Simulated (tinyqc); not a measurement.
Worked calculation: empirical pseudopotential in a few plane waves. Computed by tinyqc, a small Python program that keeps every step. Settings: plane-wave index or count = 15. Command: `OMP_NUM_THREADS=1 python tinyqc.py 25439 25440 out.jsonl` (the two numbers bound the seeds that draw the settings). One thread of a shared host (Intel(R) Xeon(R) Processor @ 2.60GHz), about 0.2 s of CPU time with the checks.

## Bloch Hamiltonian at G

Parameters chosen for this model: fcc lattice, atoms at +/- a/8 (1,1,1); form factors in rydberg at |G|^2 in units of (2 pi/a)^2:
```
parameter                 value      unit
a                      5.720000  angstrom
VS(3)                 -0.206000        Ry
VS(8)                  0.006000        Ry
VS(11)                 0.031000        Ry
VA(3)                  0.089000        Ry
VA(4)                  0.039000        Ry
VA(11)                 0.031000        Ry
hbar^2/2m (2 pi/a)^2   4.597170        eV
```

k point G (2 pi / a): [0, 0, 0]

Basis: the 15 shortest G (labels in 2 pi/a), the same at every k. H(G,G') = c |k + G|^2 delta + VS(|G-G'|^2) cos((G-G').tau) + i VA sin((G-G').tau), tau = a/8 (1,1,1); 1 Ry = 13.605693 eV.

H(k) at G (eV), order +0+0+0, -1-1-1, -1-1+1, -1+1-1, -1+1+1, +1-1-1, +1-1+1, +1+1-1, +1+1+1, -2+0+0, +0-2+0, +0+0-2, +0+0+2, +0+2+0, +2+0+0:
```
[[0.000000, 1.981860+0.856240i, -1.981860+0.856240i, -1.981860+0.856240i, -1.981860-0.856240i, -1.981860+0.856240i, -1.981860-0.856240i, -1.981860-0.856240i, 1.981860-0.856240i, 0.000000+0.530622i, 0.000000+0.530622i, 0.000000+0.530622i, 0.000000-0.530622i, 0.000000-0.530622i, 0.000000-0.530622i],
 [1.981860-0.856240i, 13.791511, 0.000000-0.530622i, 0.000000-0.530622i, -0.081634, 0.000000-0.530622i, -0.081634, -0.081634, 0.000000, -1.981860-0.856240i, -1.981860-0.856240i, -1.981860-0.856240i, -0.298241+0.298241i, -0.298241+0.298241i, -0.298241+0.298241i],
 [-1.981860-0.856240i, 0.000000+0.530622i, 13.791511, 0.081634, 0.000000-0.530622i, 0.081634, 0.000000-0.530622i, 0.000000, -0.081634, -1.981860+0.856240i, -1.981860+0.856240i, 0.298241+0.298241i, 1.981860-0.856240i, -0.298241-0.298241i, -0.298241-0.298241i],
 [-1.981860-0.856240i, 0.000000+0.530622i, 0.081634, 13.791511, 0.000000-0.530622i, 0.081634, 0.000000, 0.000000-0.530622i, -0.081634, -1.981860+0.856240i, 0.298241+0.298241i, -1.981860+0.856240i, -0.298241-0.298241i, 1.981860-0.856240i, -0.298241-0.298241i],
 [-1.981860+0.856240i, -0.081634, 0.000000+0.530622i, 0.000000+0.530622i, 13.791511, 0.000000, 0.081634, 0.081634, 0.000000-0.530622i, 1.981860+0.856240i, -0.298241+0.298241i, -0.298241+0.298241i, -1.981860-0.856240i, -1.981860-0.856240i, 0.298241-0.298241i],
 [-1.981860-0.856240i, 0.000000+0.530622i, 0.081634, 0.081634, 0.000000, 13.791511, 0.000000-0.530622i, 0.000000-0.530622i, -0.081634, 0.298241+0.298241i, -1.981860+0.856240i, -1.981860+0.856240i, -0.298241-0.298241i, -0.298241-0.298241i, 1.981860-0.856240i],
 [-1.981860+0.856240i, -0.081634, 0.000000+0.530622i, 0.000000, 0.081634, 0.000000+0.530622i, 13.791511, 0.081634, 0.000000-0.530622i, -0.298241+0.298241i, 1.981860+0.856240i, -0.298241+0.298241i, -1.981860-0.856240i, 0.298241-0.298241i, -1.981860-0.856240i],
 [-1.981860+0.856240i, -0.081634, 0.000000, 0.000000+0.530622i, 0.081634, 0.000000+0.530622i, 0.081634, 13.791511, 0.000000-0.530622i, -0.298241+0.298241i, -0.298241+0.298241i, 1.981860+0.856240i, 0.298241-0.298241i, -1.981860-0.856240i, -1.981860-0.856240i],
 [1.981860+0.856240i, 0.000000, -0.081634, -0.081634, 0.000000+0.530622i, -0.081634, 0.000000+0.530622i, 0.000000+0.530622i, 13.791511, -0.298241-0.298241i, -0.298241-0.298241i, -0.298241-0.298241i, -1.981860+0.856240i, -1.981860+0.856240i, -1.981860+0.856240i],
 [0.000000-0.530622i, -1.981860+0.856240i, -1.981860-0.856240i, -1.981860-0.856240i, 1.981860-0.856240i, 0.298241-0.298241i, -0.298241-0.298241i, -0.298241-0.298241i, -0.298241+0.298241i, 18.388682, 0.081634, 0.081634, -0.081634, -0.081634, 0.000000],
 [0.000000-0.530622i, -1.981860+0.856240i, -1.981860-0.856240i, 0.298241-0.298241i, -0.298241-0.298241i, -1.981860-0.856240i, 1.981860-0.856240i, -0.298241-0.298241i, -0.298241+0.298241i, 0.081634, 18.388682, 0.081634, -0.081634, 0.000000, -0.081634],
 [0.000000-0.530622i, -1.981860+0.856240i, 0.298241-0.298241i, -1.981860-0.856240i, -0.298241-0.298241i, -1.981860-0.856240i, -0.298241-0.298241i, 1.981860-0.856240i, -0.298241+0.298241i, 0.081634, 0.081634, 18.388682, 0.000000, -0.081634, -0.081634],
 [0.000000+0.530622i, -0.298241-0.298241i, 1.981860+0.856240i, -0.298241+0.298241i, -1.981860+0.856240i, -0.298241+0.298241i, -1.981860+0.856240i, 0.298241+0.298241i, -1.981860-0.856240i, -0.081634, -0.081634, 0.000000, 18.388682, 0.081634, 0.081634],
 [0.000000+0.530622i, -0.298241-0.298241i, -0.298241+0.298241i, 1.981860+0.856240i, -1.981860+0.856240i, -0.298241+0.298241i, 0.298241+0.298241i, -1.981860+0.856240i, -1.981860-0.856240i, -0.081634, 0.000000, -0.081634, 0.081634, 18.388682, 0.081634],
 [0.000000+0.530622i, -0.298241-0.298241i, -0.298241+0.298241i, -0.298241+0.298241i, 0.298241+0.298241i, 1.981860+0.856240i, -1.981860+0.856240i, -1.981860+0.856240i, -1.981860-0.856240i, 0.000000, -0.081634, -0.081634, 0.081634, 0.081634, 18.388682]]
```

## Levels at G

Diagonalise the Hermitian matrix.

eigenvalues (eV): [-3.077514, 10.163309, 10.577530, 10.577530, 10.577530, 13.994854, 13.994854, 13.994854, 16.215061, 18.225413, 18.225413, 21.236051, 21.236051, 21.236051, 23.487190]

## Bands along a path

The same steps at evenly spaced points between the labelled ones.

Bands along the path (eV), lowest eight:
```
k            band 1     band 2     band 3     band 4     band 5     band 6     band 7     band 8
L         -1.318816   3.971522   9.735884   9.735884  10.772647  14.501666  14.501666  17.417707
L-G 0.20  -1.732932   4.548390   9.734514   9.734514  10.805531  14.515222  14.515222  17.476984
L-G 0.40  -2.245913   5.667963   9.880631   9.880631  11.055868  14.689054  14.689054  16.707741
L-G 0.60  -2.688969   7.123645  10.142770  10.142770  11.438481  14.663615  14.663615  15.037700
L-G 0.80  -2.977958   8.749461  10.435405  10.435405  11.479071  14.000872  14.244992  14.244992
G         -3.077514  10.163309  10.577530  10.577530  10.577530  13.994854  13.994854  13.994854
G-X 0.20  -2.944649   8.663015  10.136050  10.136050  12.130224  13.231583  14.677555  14.677555
G-X 0.40  -2.557361   7.107889   9.362377   9.362377  12.147115  13.387082  15.747570  16.155913
G-X 0.60  -1.957475   5.709335   8.722304   8.722304  11.434839  12.583687  17.066297  17.927810
G-X 0.80  -1.251279   4.563808   8.351697   8.351697  11.093354  11.640049  19.186548  19.854065
X         -0.691119   3.936434   8.296777   8.296777  10.932361  11.432199  21.496344  21.942275
```

With 4 band(s) filled, the highest filled level on these points lies at G and the lowest empty one at G: the bands touch or overlap, so there is no gap. This holds for the small fixed basis; with all plane waves up to |k + G|^2 = 21 (2 pi/a)^2 the gap along the path is 0.00 eV.

## Convergence with the number of plane waves

Levels at G counted from the fourth one.

Levels (eV):
```
plane waves     level 1   level 5   level 8
9            -15.623653  1.061244  1.064735
15           -13.655044         0  3.417324
27           -13.079642         0  3.601985
51           -12.911459         0  3.819853
59           -12.867054         0  3.751880
65           -12.858082         0  3.748547
89           -12.849948         0  3.754745
```
